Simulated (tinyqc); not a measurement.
Thermal boundary conductance by the acoustic and diffuse mismatch models. Changing the temperature T. Computed by tinyqc, a small Python program. Command: `OMP_NUM_THREADS=1 python tinyqc.py 3012287 3012288 out.jsonl kapitza sweep`. One thread of a shared host (Intel(R) Xeon(R) Processor @ 2.30GHz), about 0.02 s of CPU time with the checks.

Each side has one longitudinal and two transverse Debye branches, omega = v q up to q_D = (6 pi^2 n)^(1/3), with n counting all atoms. Scattering at the interface is elastic. Electrons are left out of G, also for metals. Melting is ignored. G refers to the temperatures of the phonons sent towards the interface. Linear branches over all atoms overstate G at high T, most for crystals with several atoms a cell.

Inputs (values chosen for the exercise, modelled on silicon carbide (side 1) and silica (side 2)):
```
quantity                    value     unit
density rho_1                3.21   g/cm^3
longitudinal velocity vL_1  12300      m/s
transverse velocity vT_1     7360      m/s
atom density n_1             96.7   1/nm^3
conductivity kappa_1          412  W/(m K)
density rho_2                2.24   g/cm^3
longitudinal velocity vL_2   5940      m/s
transverse velocity vT_2     3800      m/s
atom density n_2             65.2   1/nm^3
conductivity kappa_2          1.4  W/(m K)
thickness d_1                   9       nm
thickness d_2                  10       nm
heat flux J                  0.35  kW/cm^2
```

Structure: superlattice.

Constants: hbar = 1.054571817e-34 J s; k_B = 1.380649e-23 J/K.

Method:
- omega_c = v q_D for each branch, given as hbar omega_c/k_B; impedance Z = rho v.
- No mode conversion. t(theta) = 4 Z_1 Z_2 cos(theta_1) cos(theta_2)/N^2, with N = Z_2 cos(theta_1) + Z_1 cos(theta_2) for L (the form for pressure waves) and N = Z_1 cos(theta_1) + Z_2 cos(theta_2) for both T branches (the form for shear waves polarised along the interface); sin(theta_2) = (v_2/v_1) sin(theta_1), and t = 0 beyond the critical angle arcsin(v_1/v_2); the mean over the incoming flux is alpha = 2 int t sin(theta_1) cos(theta_1) d theta_1 (64 Gauss-Legendre points).
- G = (k_B^4 T^3/(8 pi^2 hbar^3)) int W(x) x^4 e^x/(e^x - 1)^2 dx, x = hbar omega/(k_B T). Acoustic mismatch: W = sum over the three branches of alpha(1 to 2)/v_1^2, each up to the lower of its two cut-offs. Diffuse mismatch: W = S_1 S_2/(S_1 + S_2), where S_i sums 1/v^2 over the branches of side i still below their cut-off. Radiation limit: W = min(S_1, S_2). The integral is split at the four cut-offs (64 Gauss-Legendre points a piece, x at most 45).
- Boundary resistance R = 1/G and Kapitza length kappa_2/G use the diffuse value.
- kappa_eff = (d_1 + d_2)/(d_1/kappa_1 + d_2/kappa_2 + 2 R), two interfaces a period, with bulk conductivities in the layers; the gradient is J/kappa_eff.

One run for each value; columns: (1) temperature T (K); (2) G, diffuse mismatch (MW/(m^2 K)); (3) G, acoustic mismatch (MW/(m^2 K)); (4) Kapitza length in side 2 (nm); (5) interface share of the resistance:
```
(1)           (2)         (3)         (4)      (5)
3.0    9.5008e-03  9.9927e-03  1.4736e+05  0.99997
5.7    6.5166e-02  6.8540e-02  2.1483e+04  0.99977
11.0   4.6836e-01  4.9260e-01  2.9892e+03  0.99832
20.0   2.8151e+00  2.9608e+00  4.9732e+02  0.99002
38.0   1.9239e+01  2.0179e+01  7.2768e+01  0.93552
71.0   1.1060e+02  1.0658e+02  1.2658e+01  0.71623
130.0  3.8007e+02  2.9078e+02  3.6835e+00  0.42345
250.0  7.3984e+02  4.6885e+02  1.8923e+00  0.27394
480.0  9.3217e+02  5.4977e+02  1.5019e+00  0.23045
900.0  9.9650e+02  5.7542e+02  1.4049e+00  0.21883
```

Over the rows, G, diffuse mismatch (MW/(m^2 K)) rises from 0.00950 to 997 (exponent d ln y / d ln x 3.0 between the first rows and 0.11 between the last); G, acoustic mismatch (MW/(m^2 K)) rises from 0.00999 to 575 (exponent d ln y / d ln x 3.0 between the first rows and 0.073 between the last); Kapitza length in side 2 (nm) falls from 147000 to 1.40 (exponent d ln y / d ln x -3.0 between the first rows and -0.11 between the last). At the low end the exponent of G, diffuse mismatch is 3.00, close to 3: the T^3 law of long waves. At the low end the exponent of G, acoustic mismatch is 3.00, close to 3: the T^3 law of long waves. G follows the heat capacity of the modes that both sides share: T^3 while only long waves are excited, flat once k_B T passes the shared cut-offs. The conductivities are held fixed here.

Caution (rows 3.00, 5.70, 11.0, 20.0, 38.0, 71.0, 130): kappa_2 is of room-temperature size, so the Kapitza length is only nominal at this T. Caution (rows 3.00, 5.70, 11.0, 20.0, 38.0, 71.0, 130): the conductivities are of room-temperature size; at this T real values can differ much and free paths can be long. Caution (rows 3.00, 5.70, 11.0, 20.0, 38.0, 71.0, 130): R from emitted-phonon temperatures is too large for use in series with Fourier layers, by up to a factor of about 2. Caution (all rows): layers this thin are often below the phonon free path, where bulk conductivities and independent interfaces no longer hold. Caution (rows 250, 480, 900): at this temperature short waves carry the heat; linear branches up to q_D overstate their velocity, and inelastic processes, left out here, grow with T.
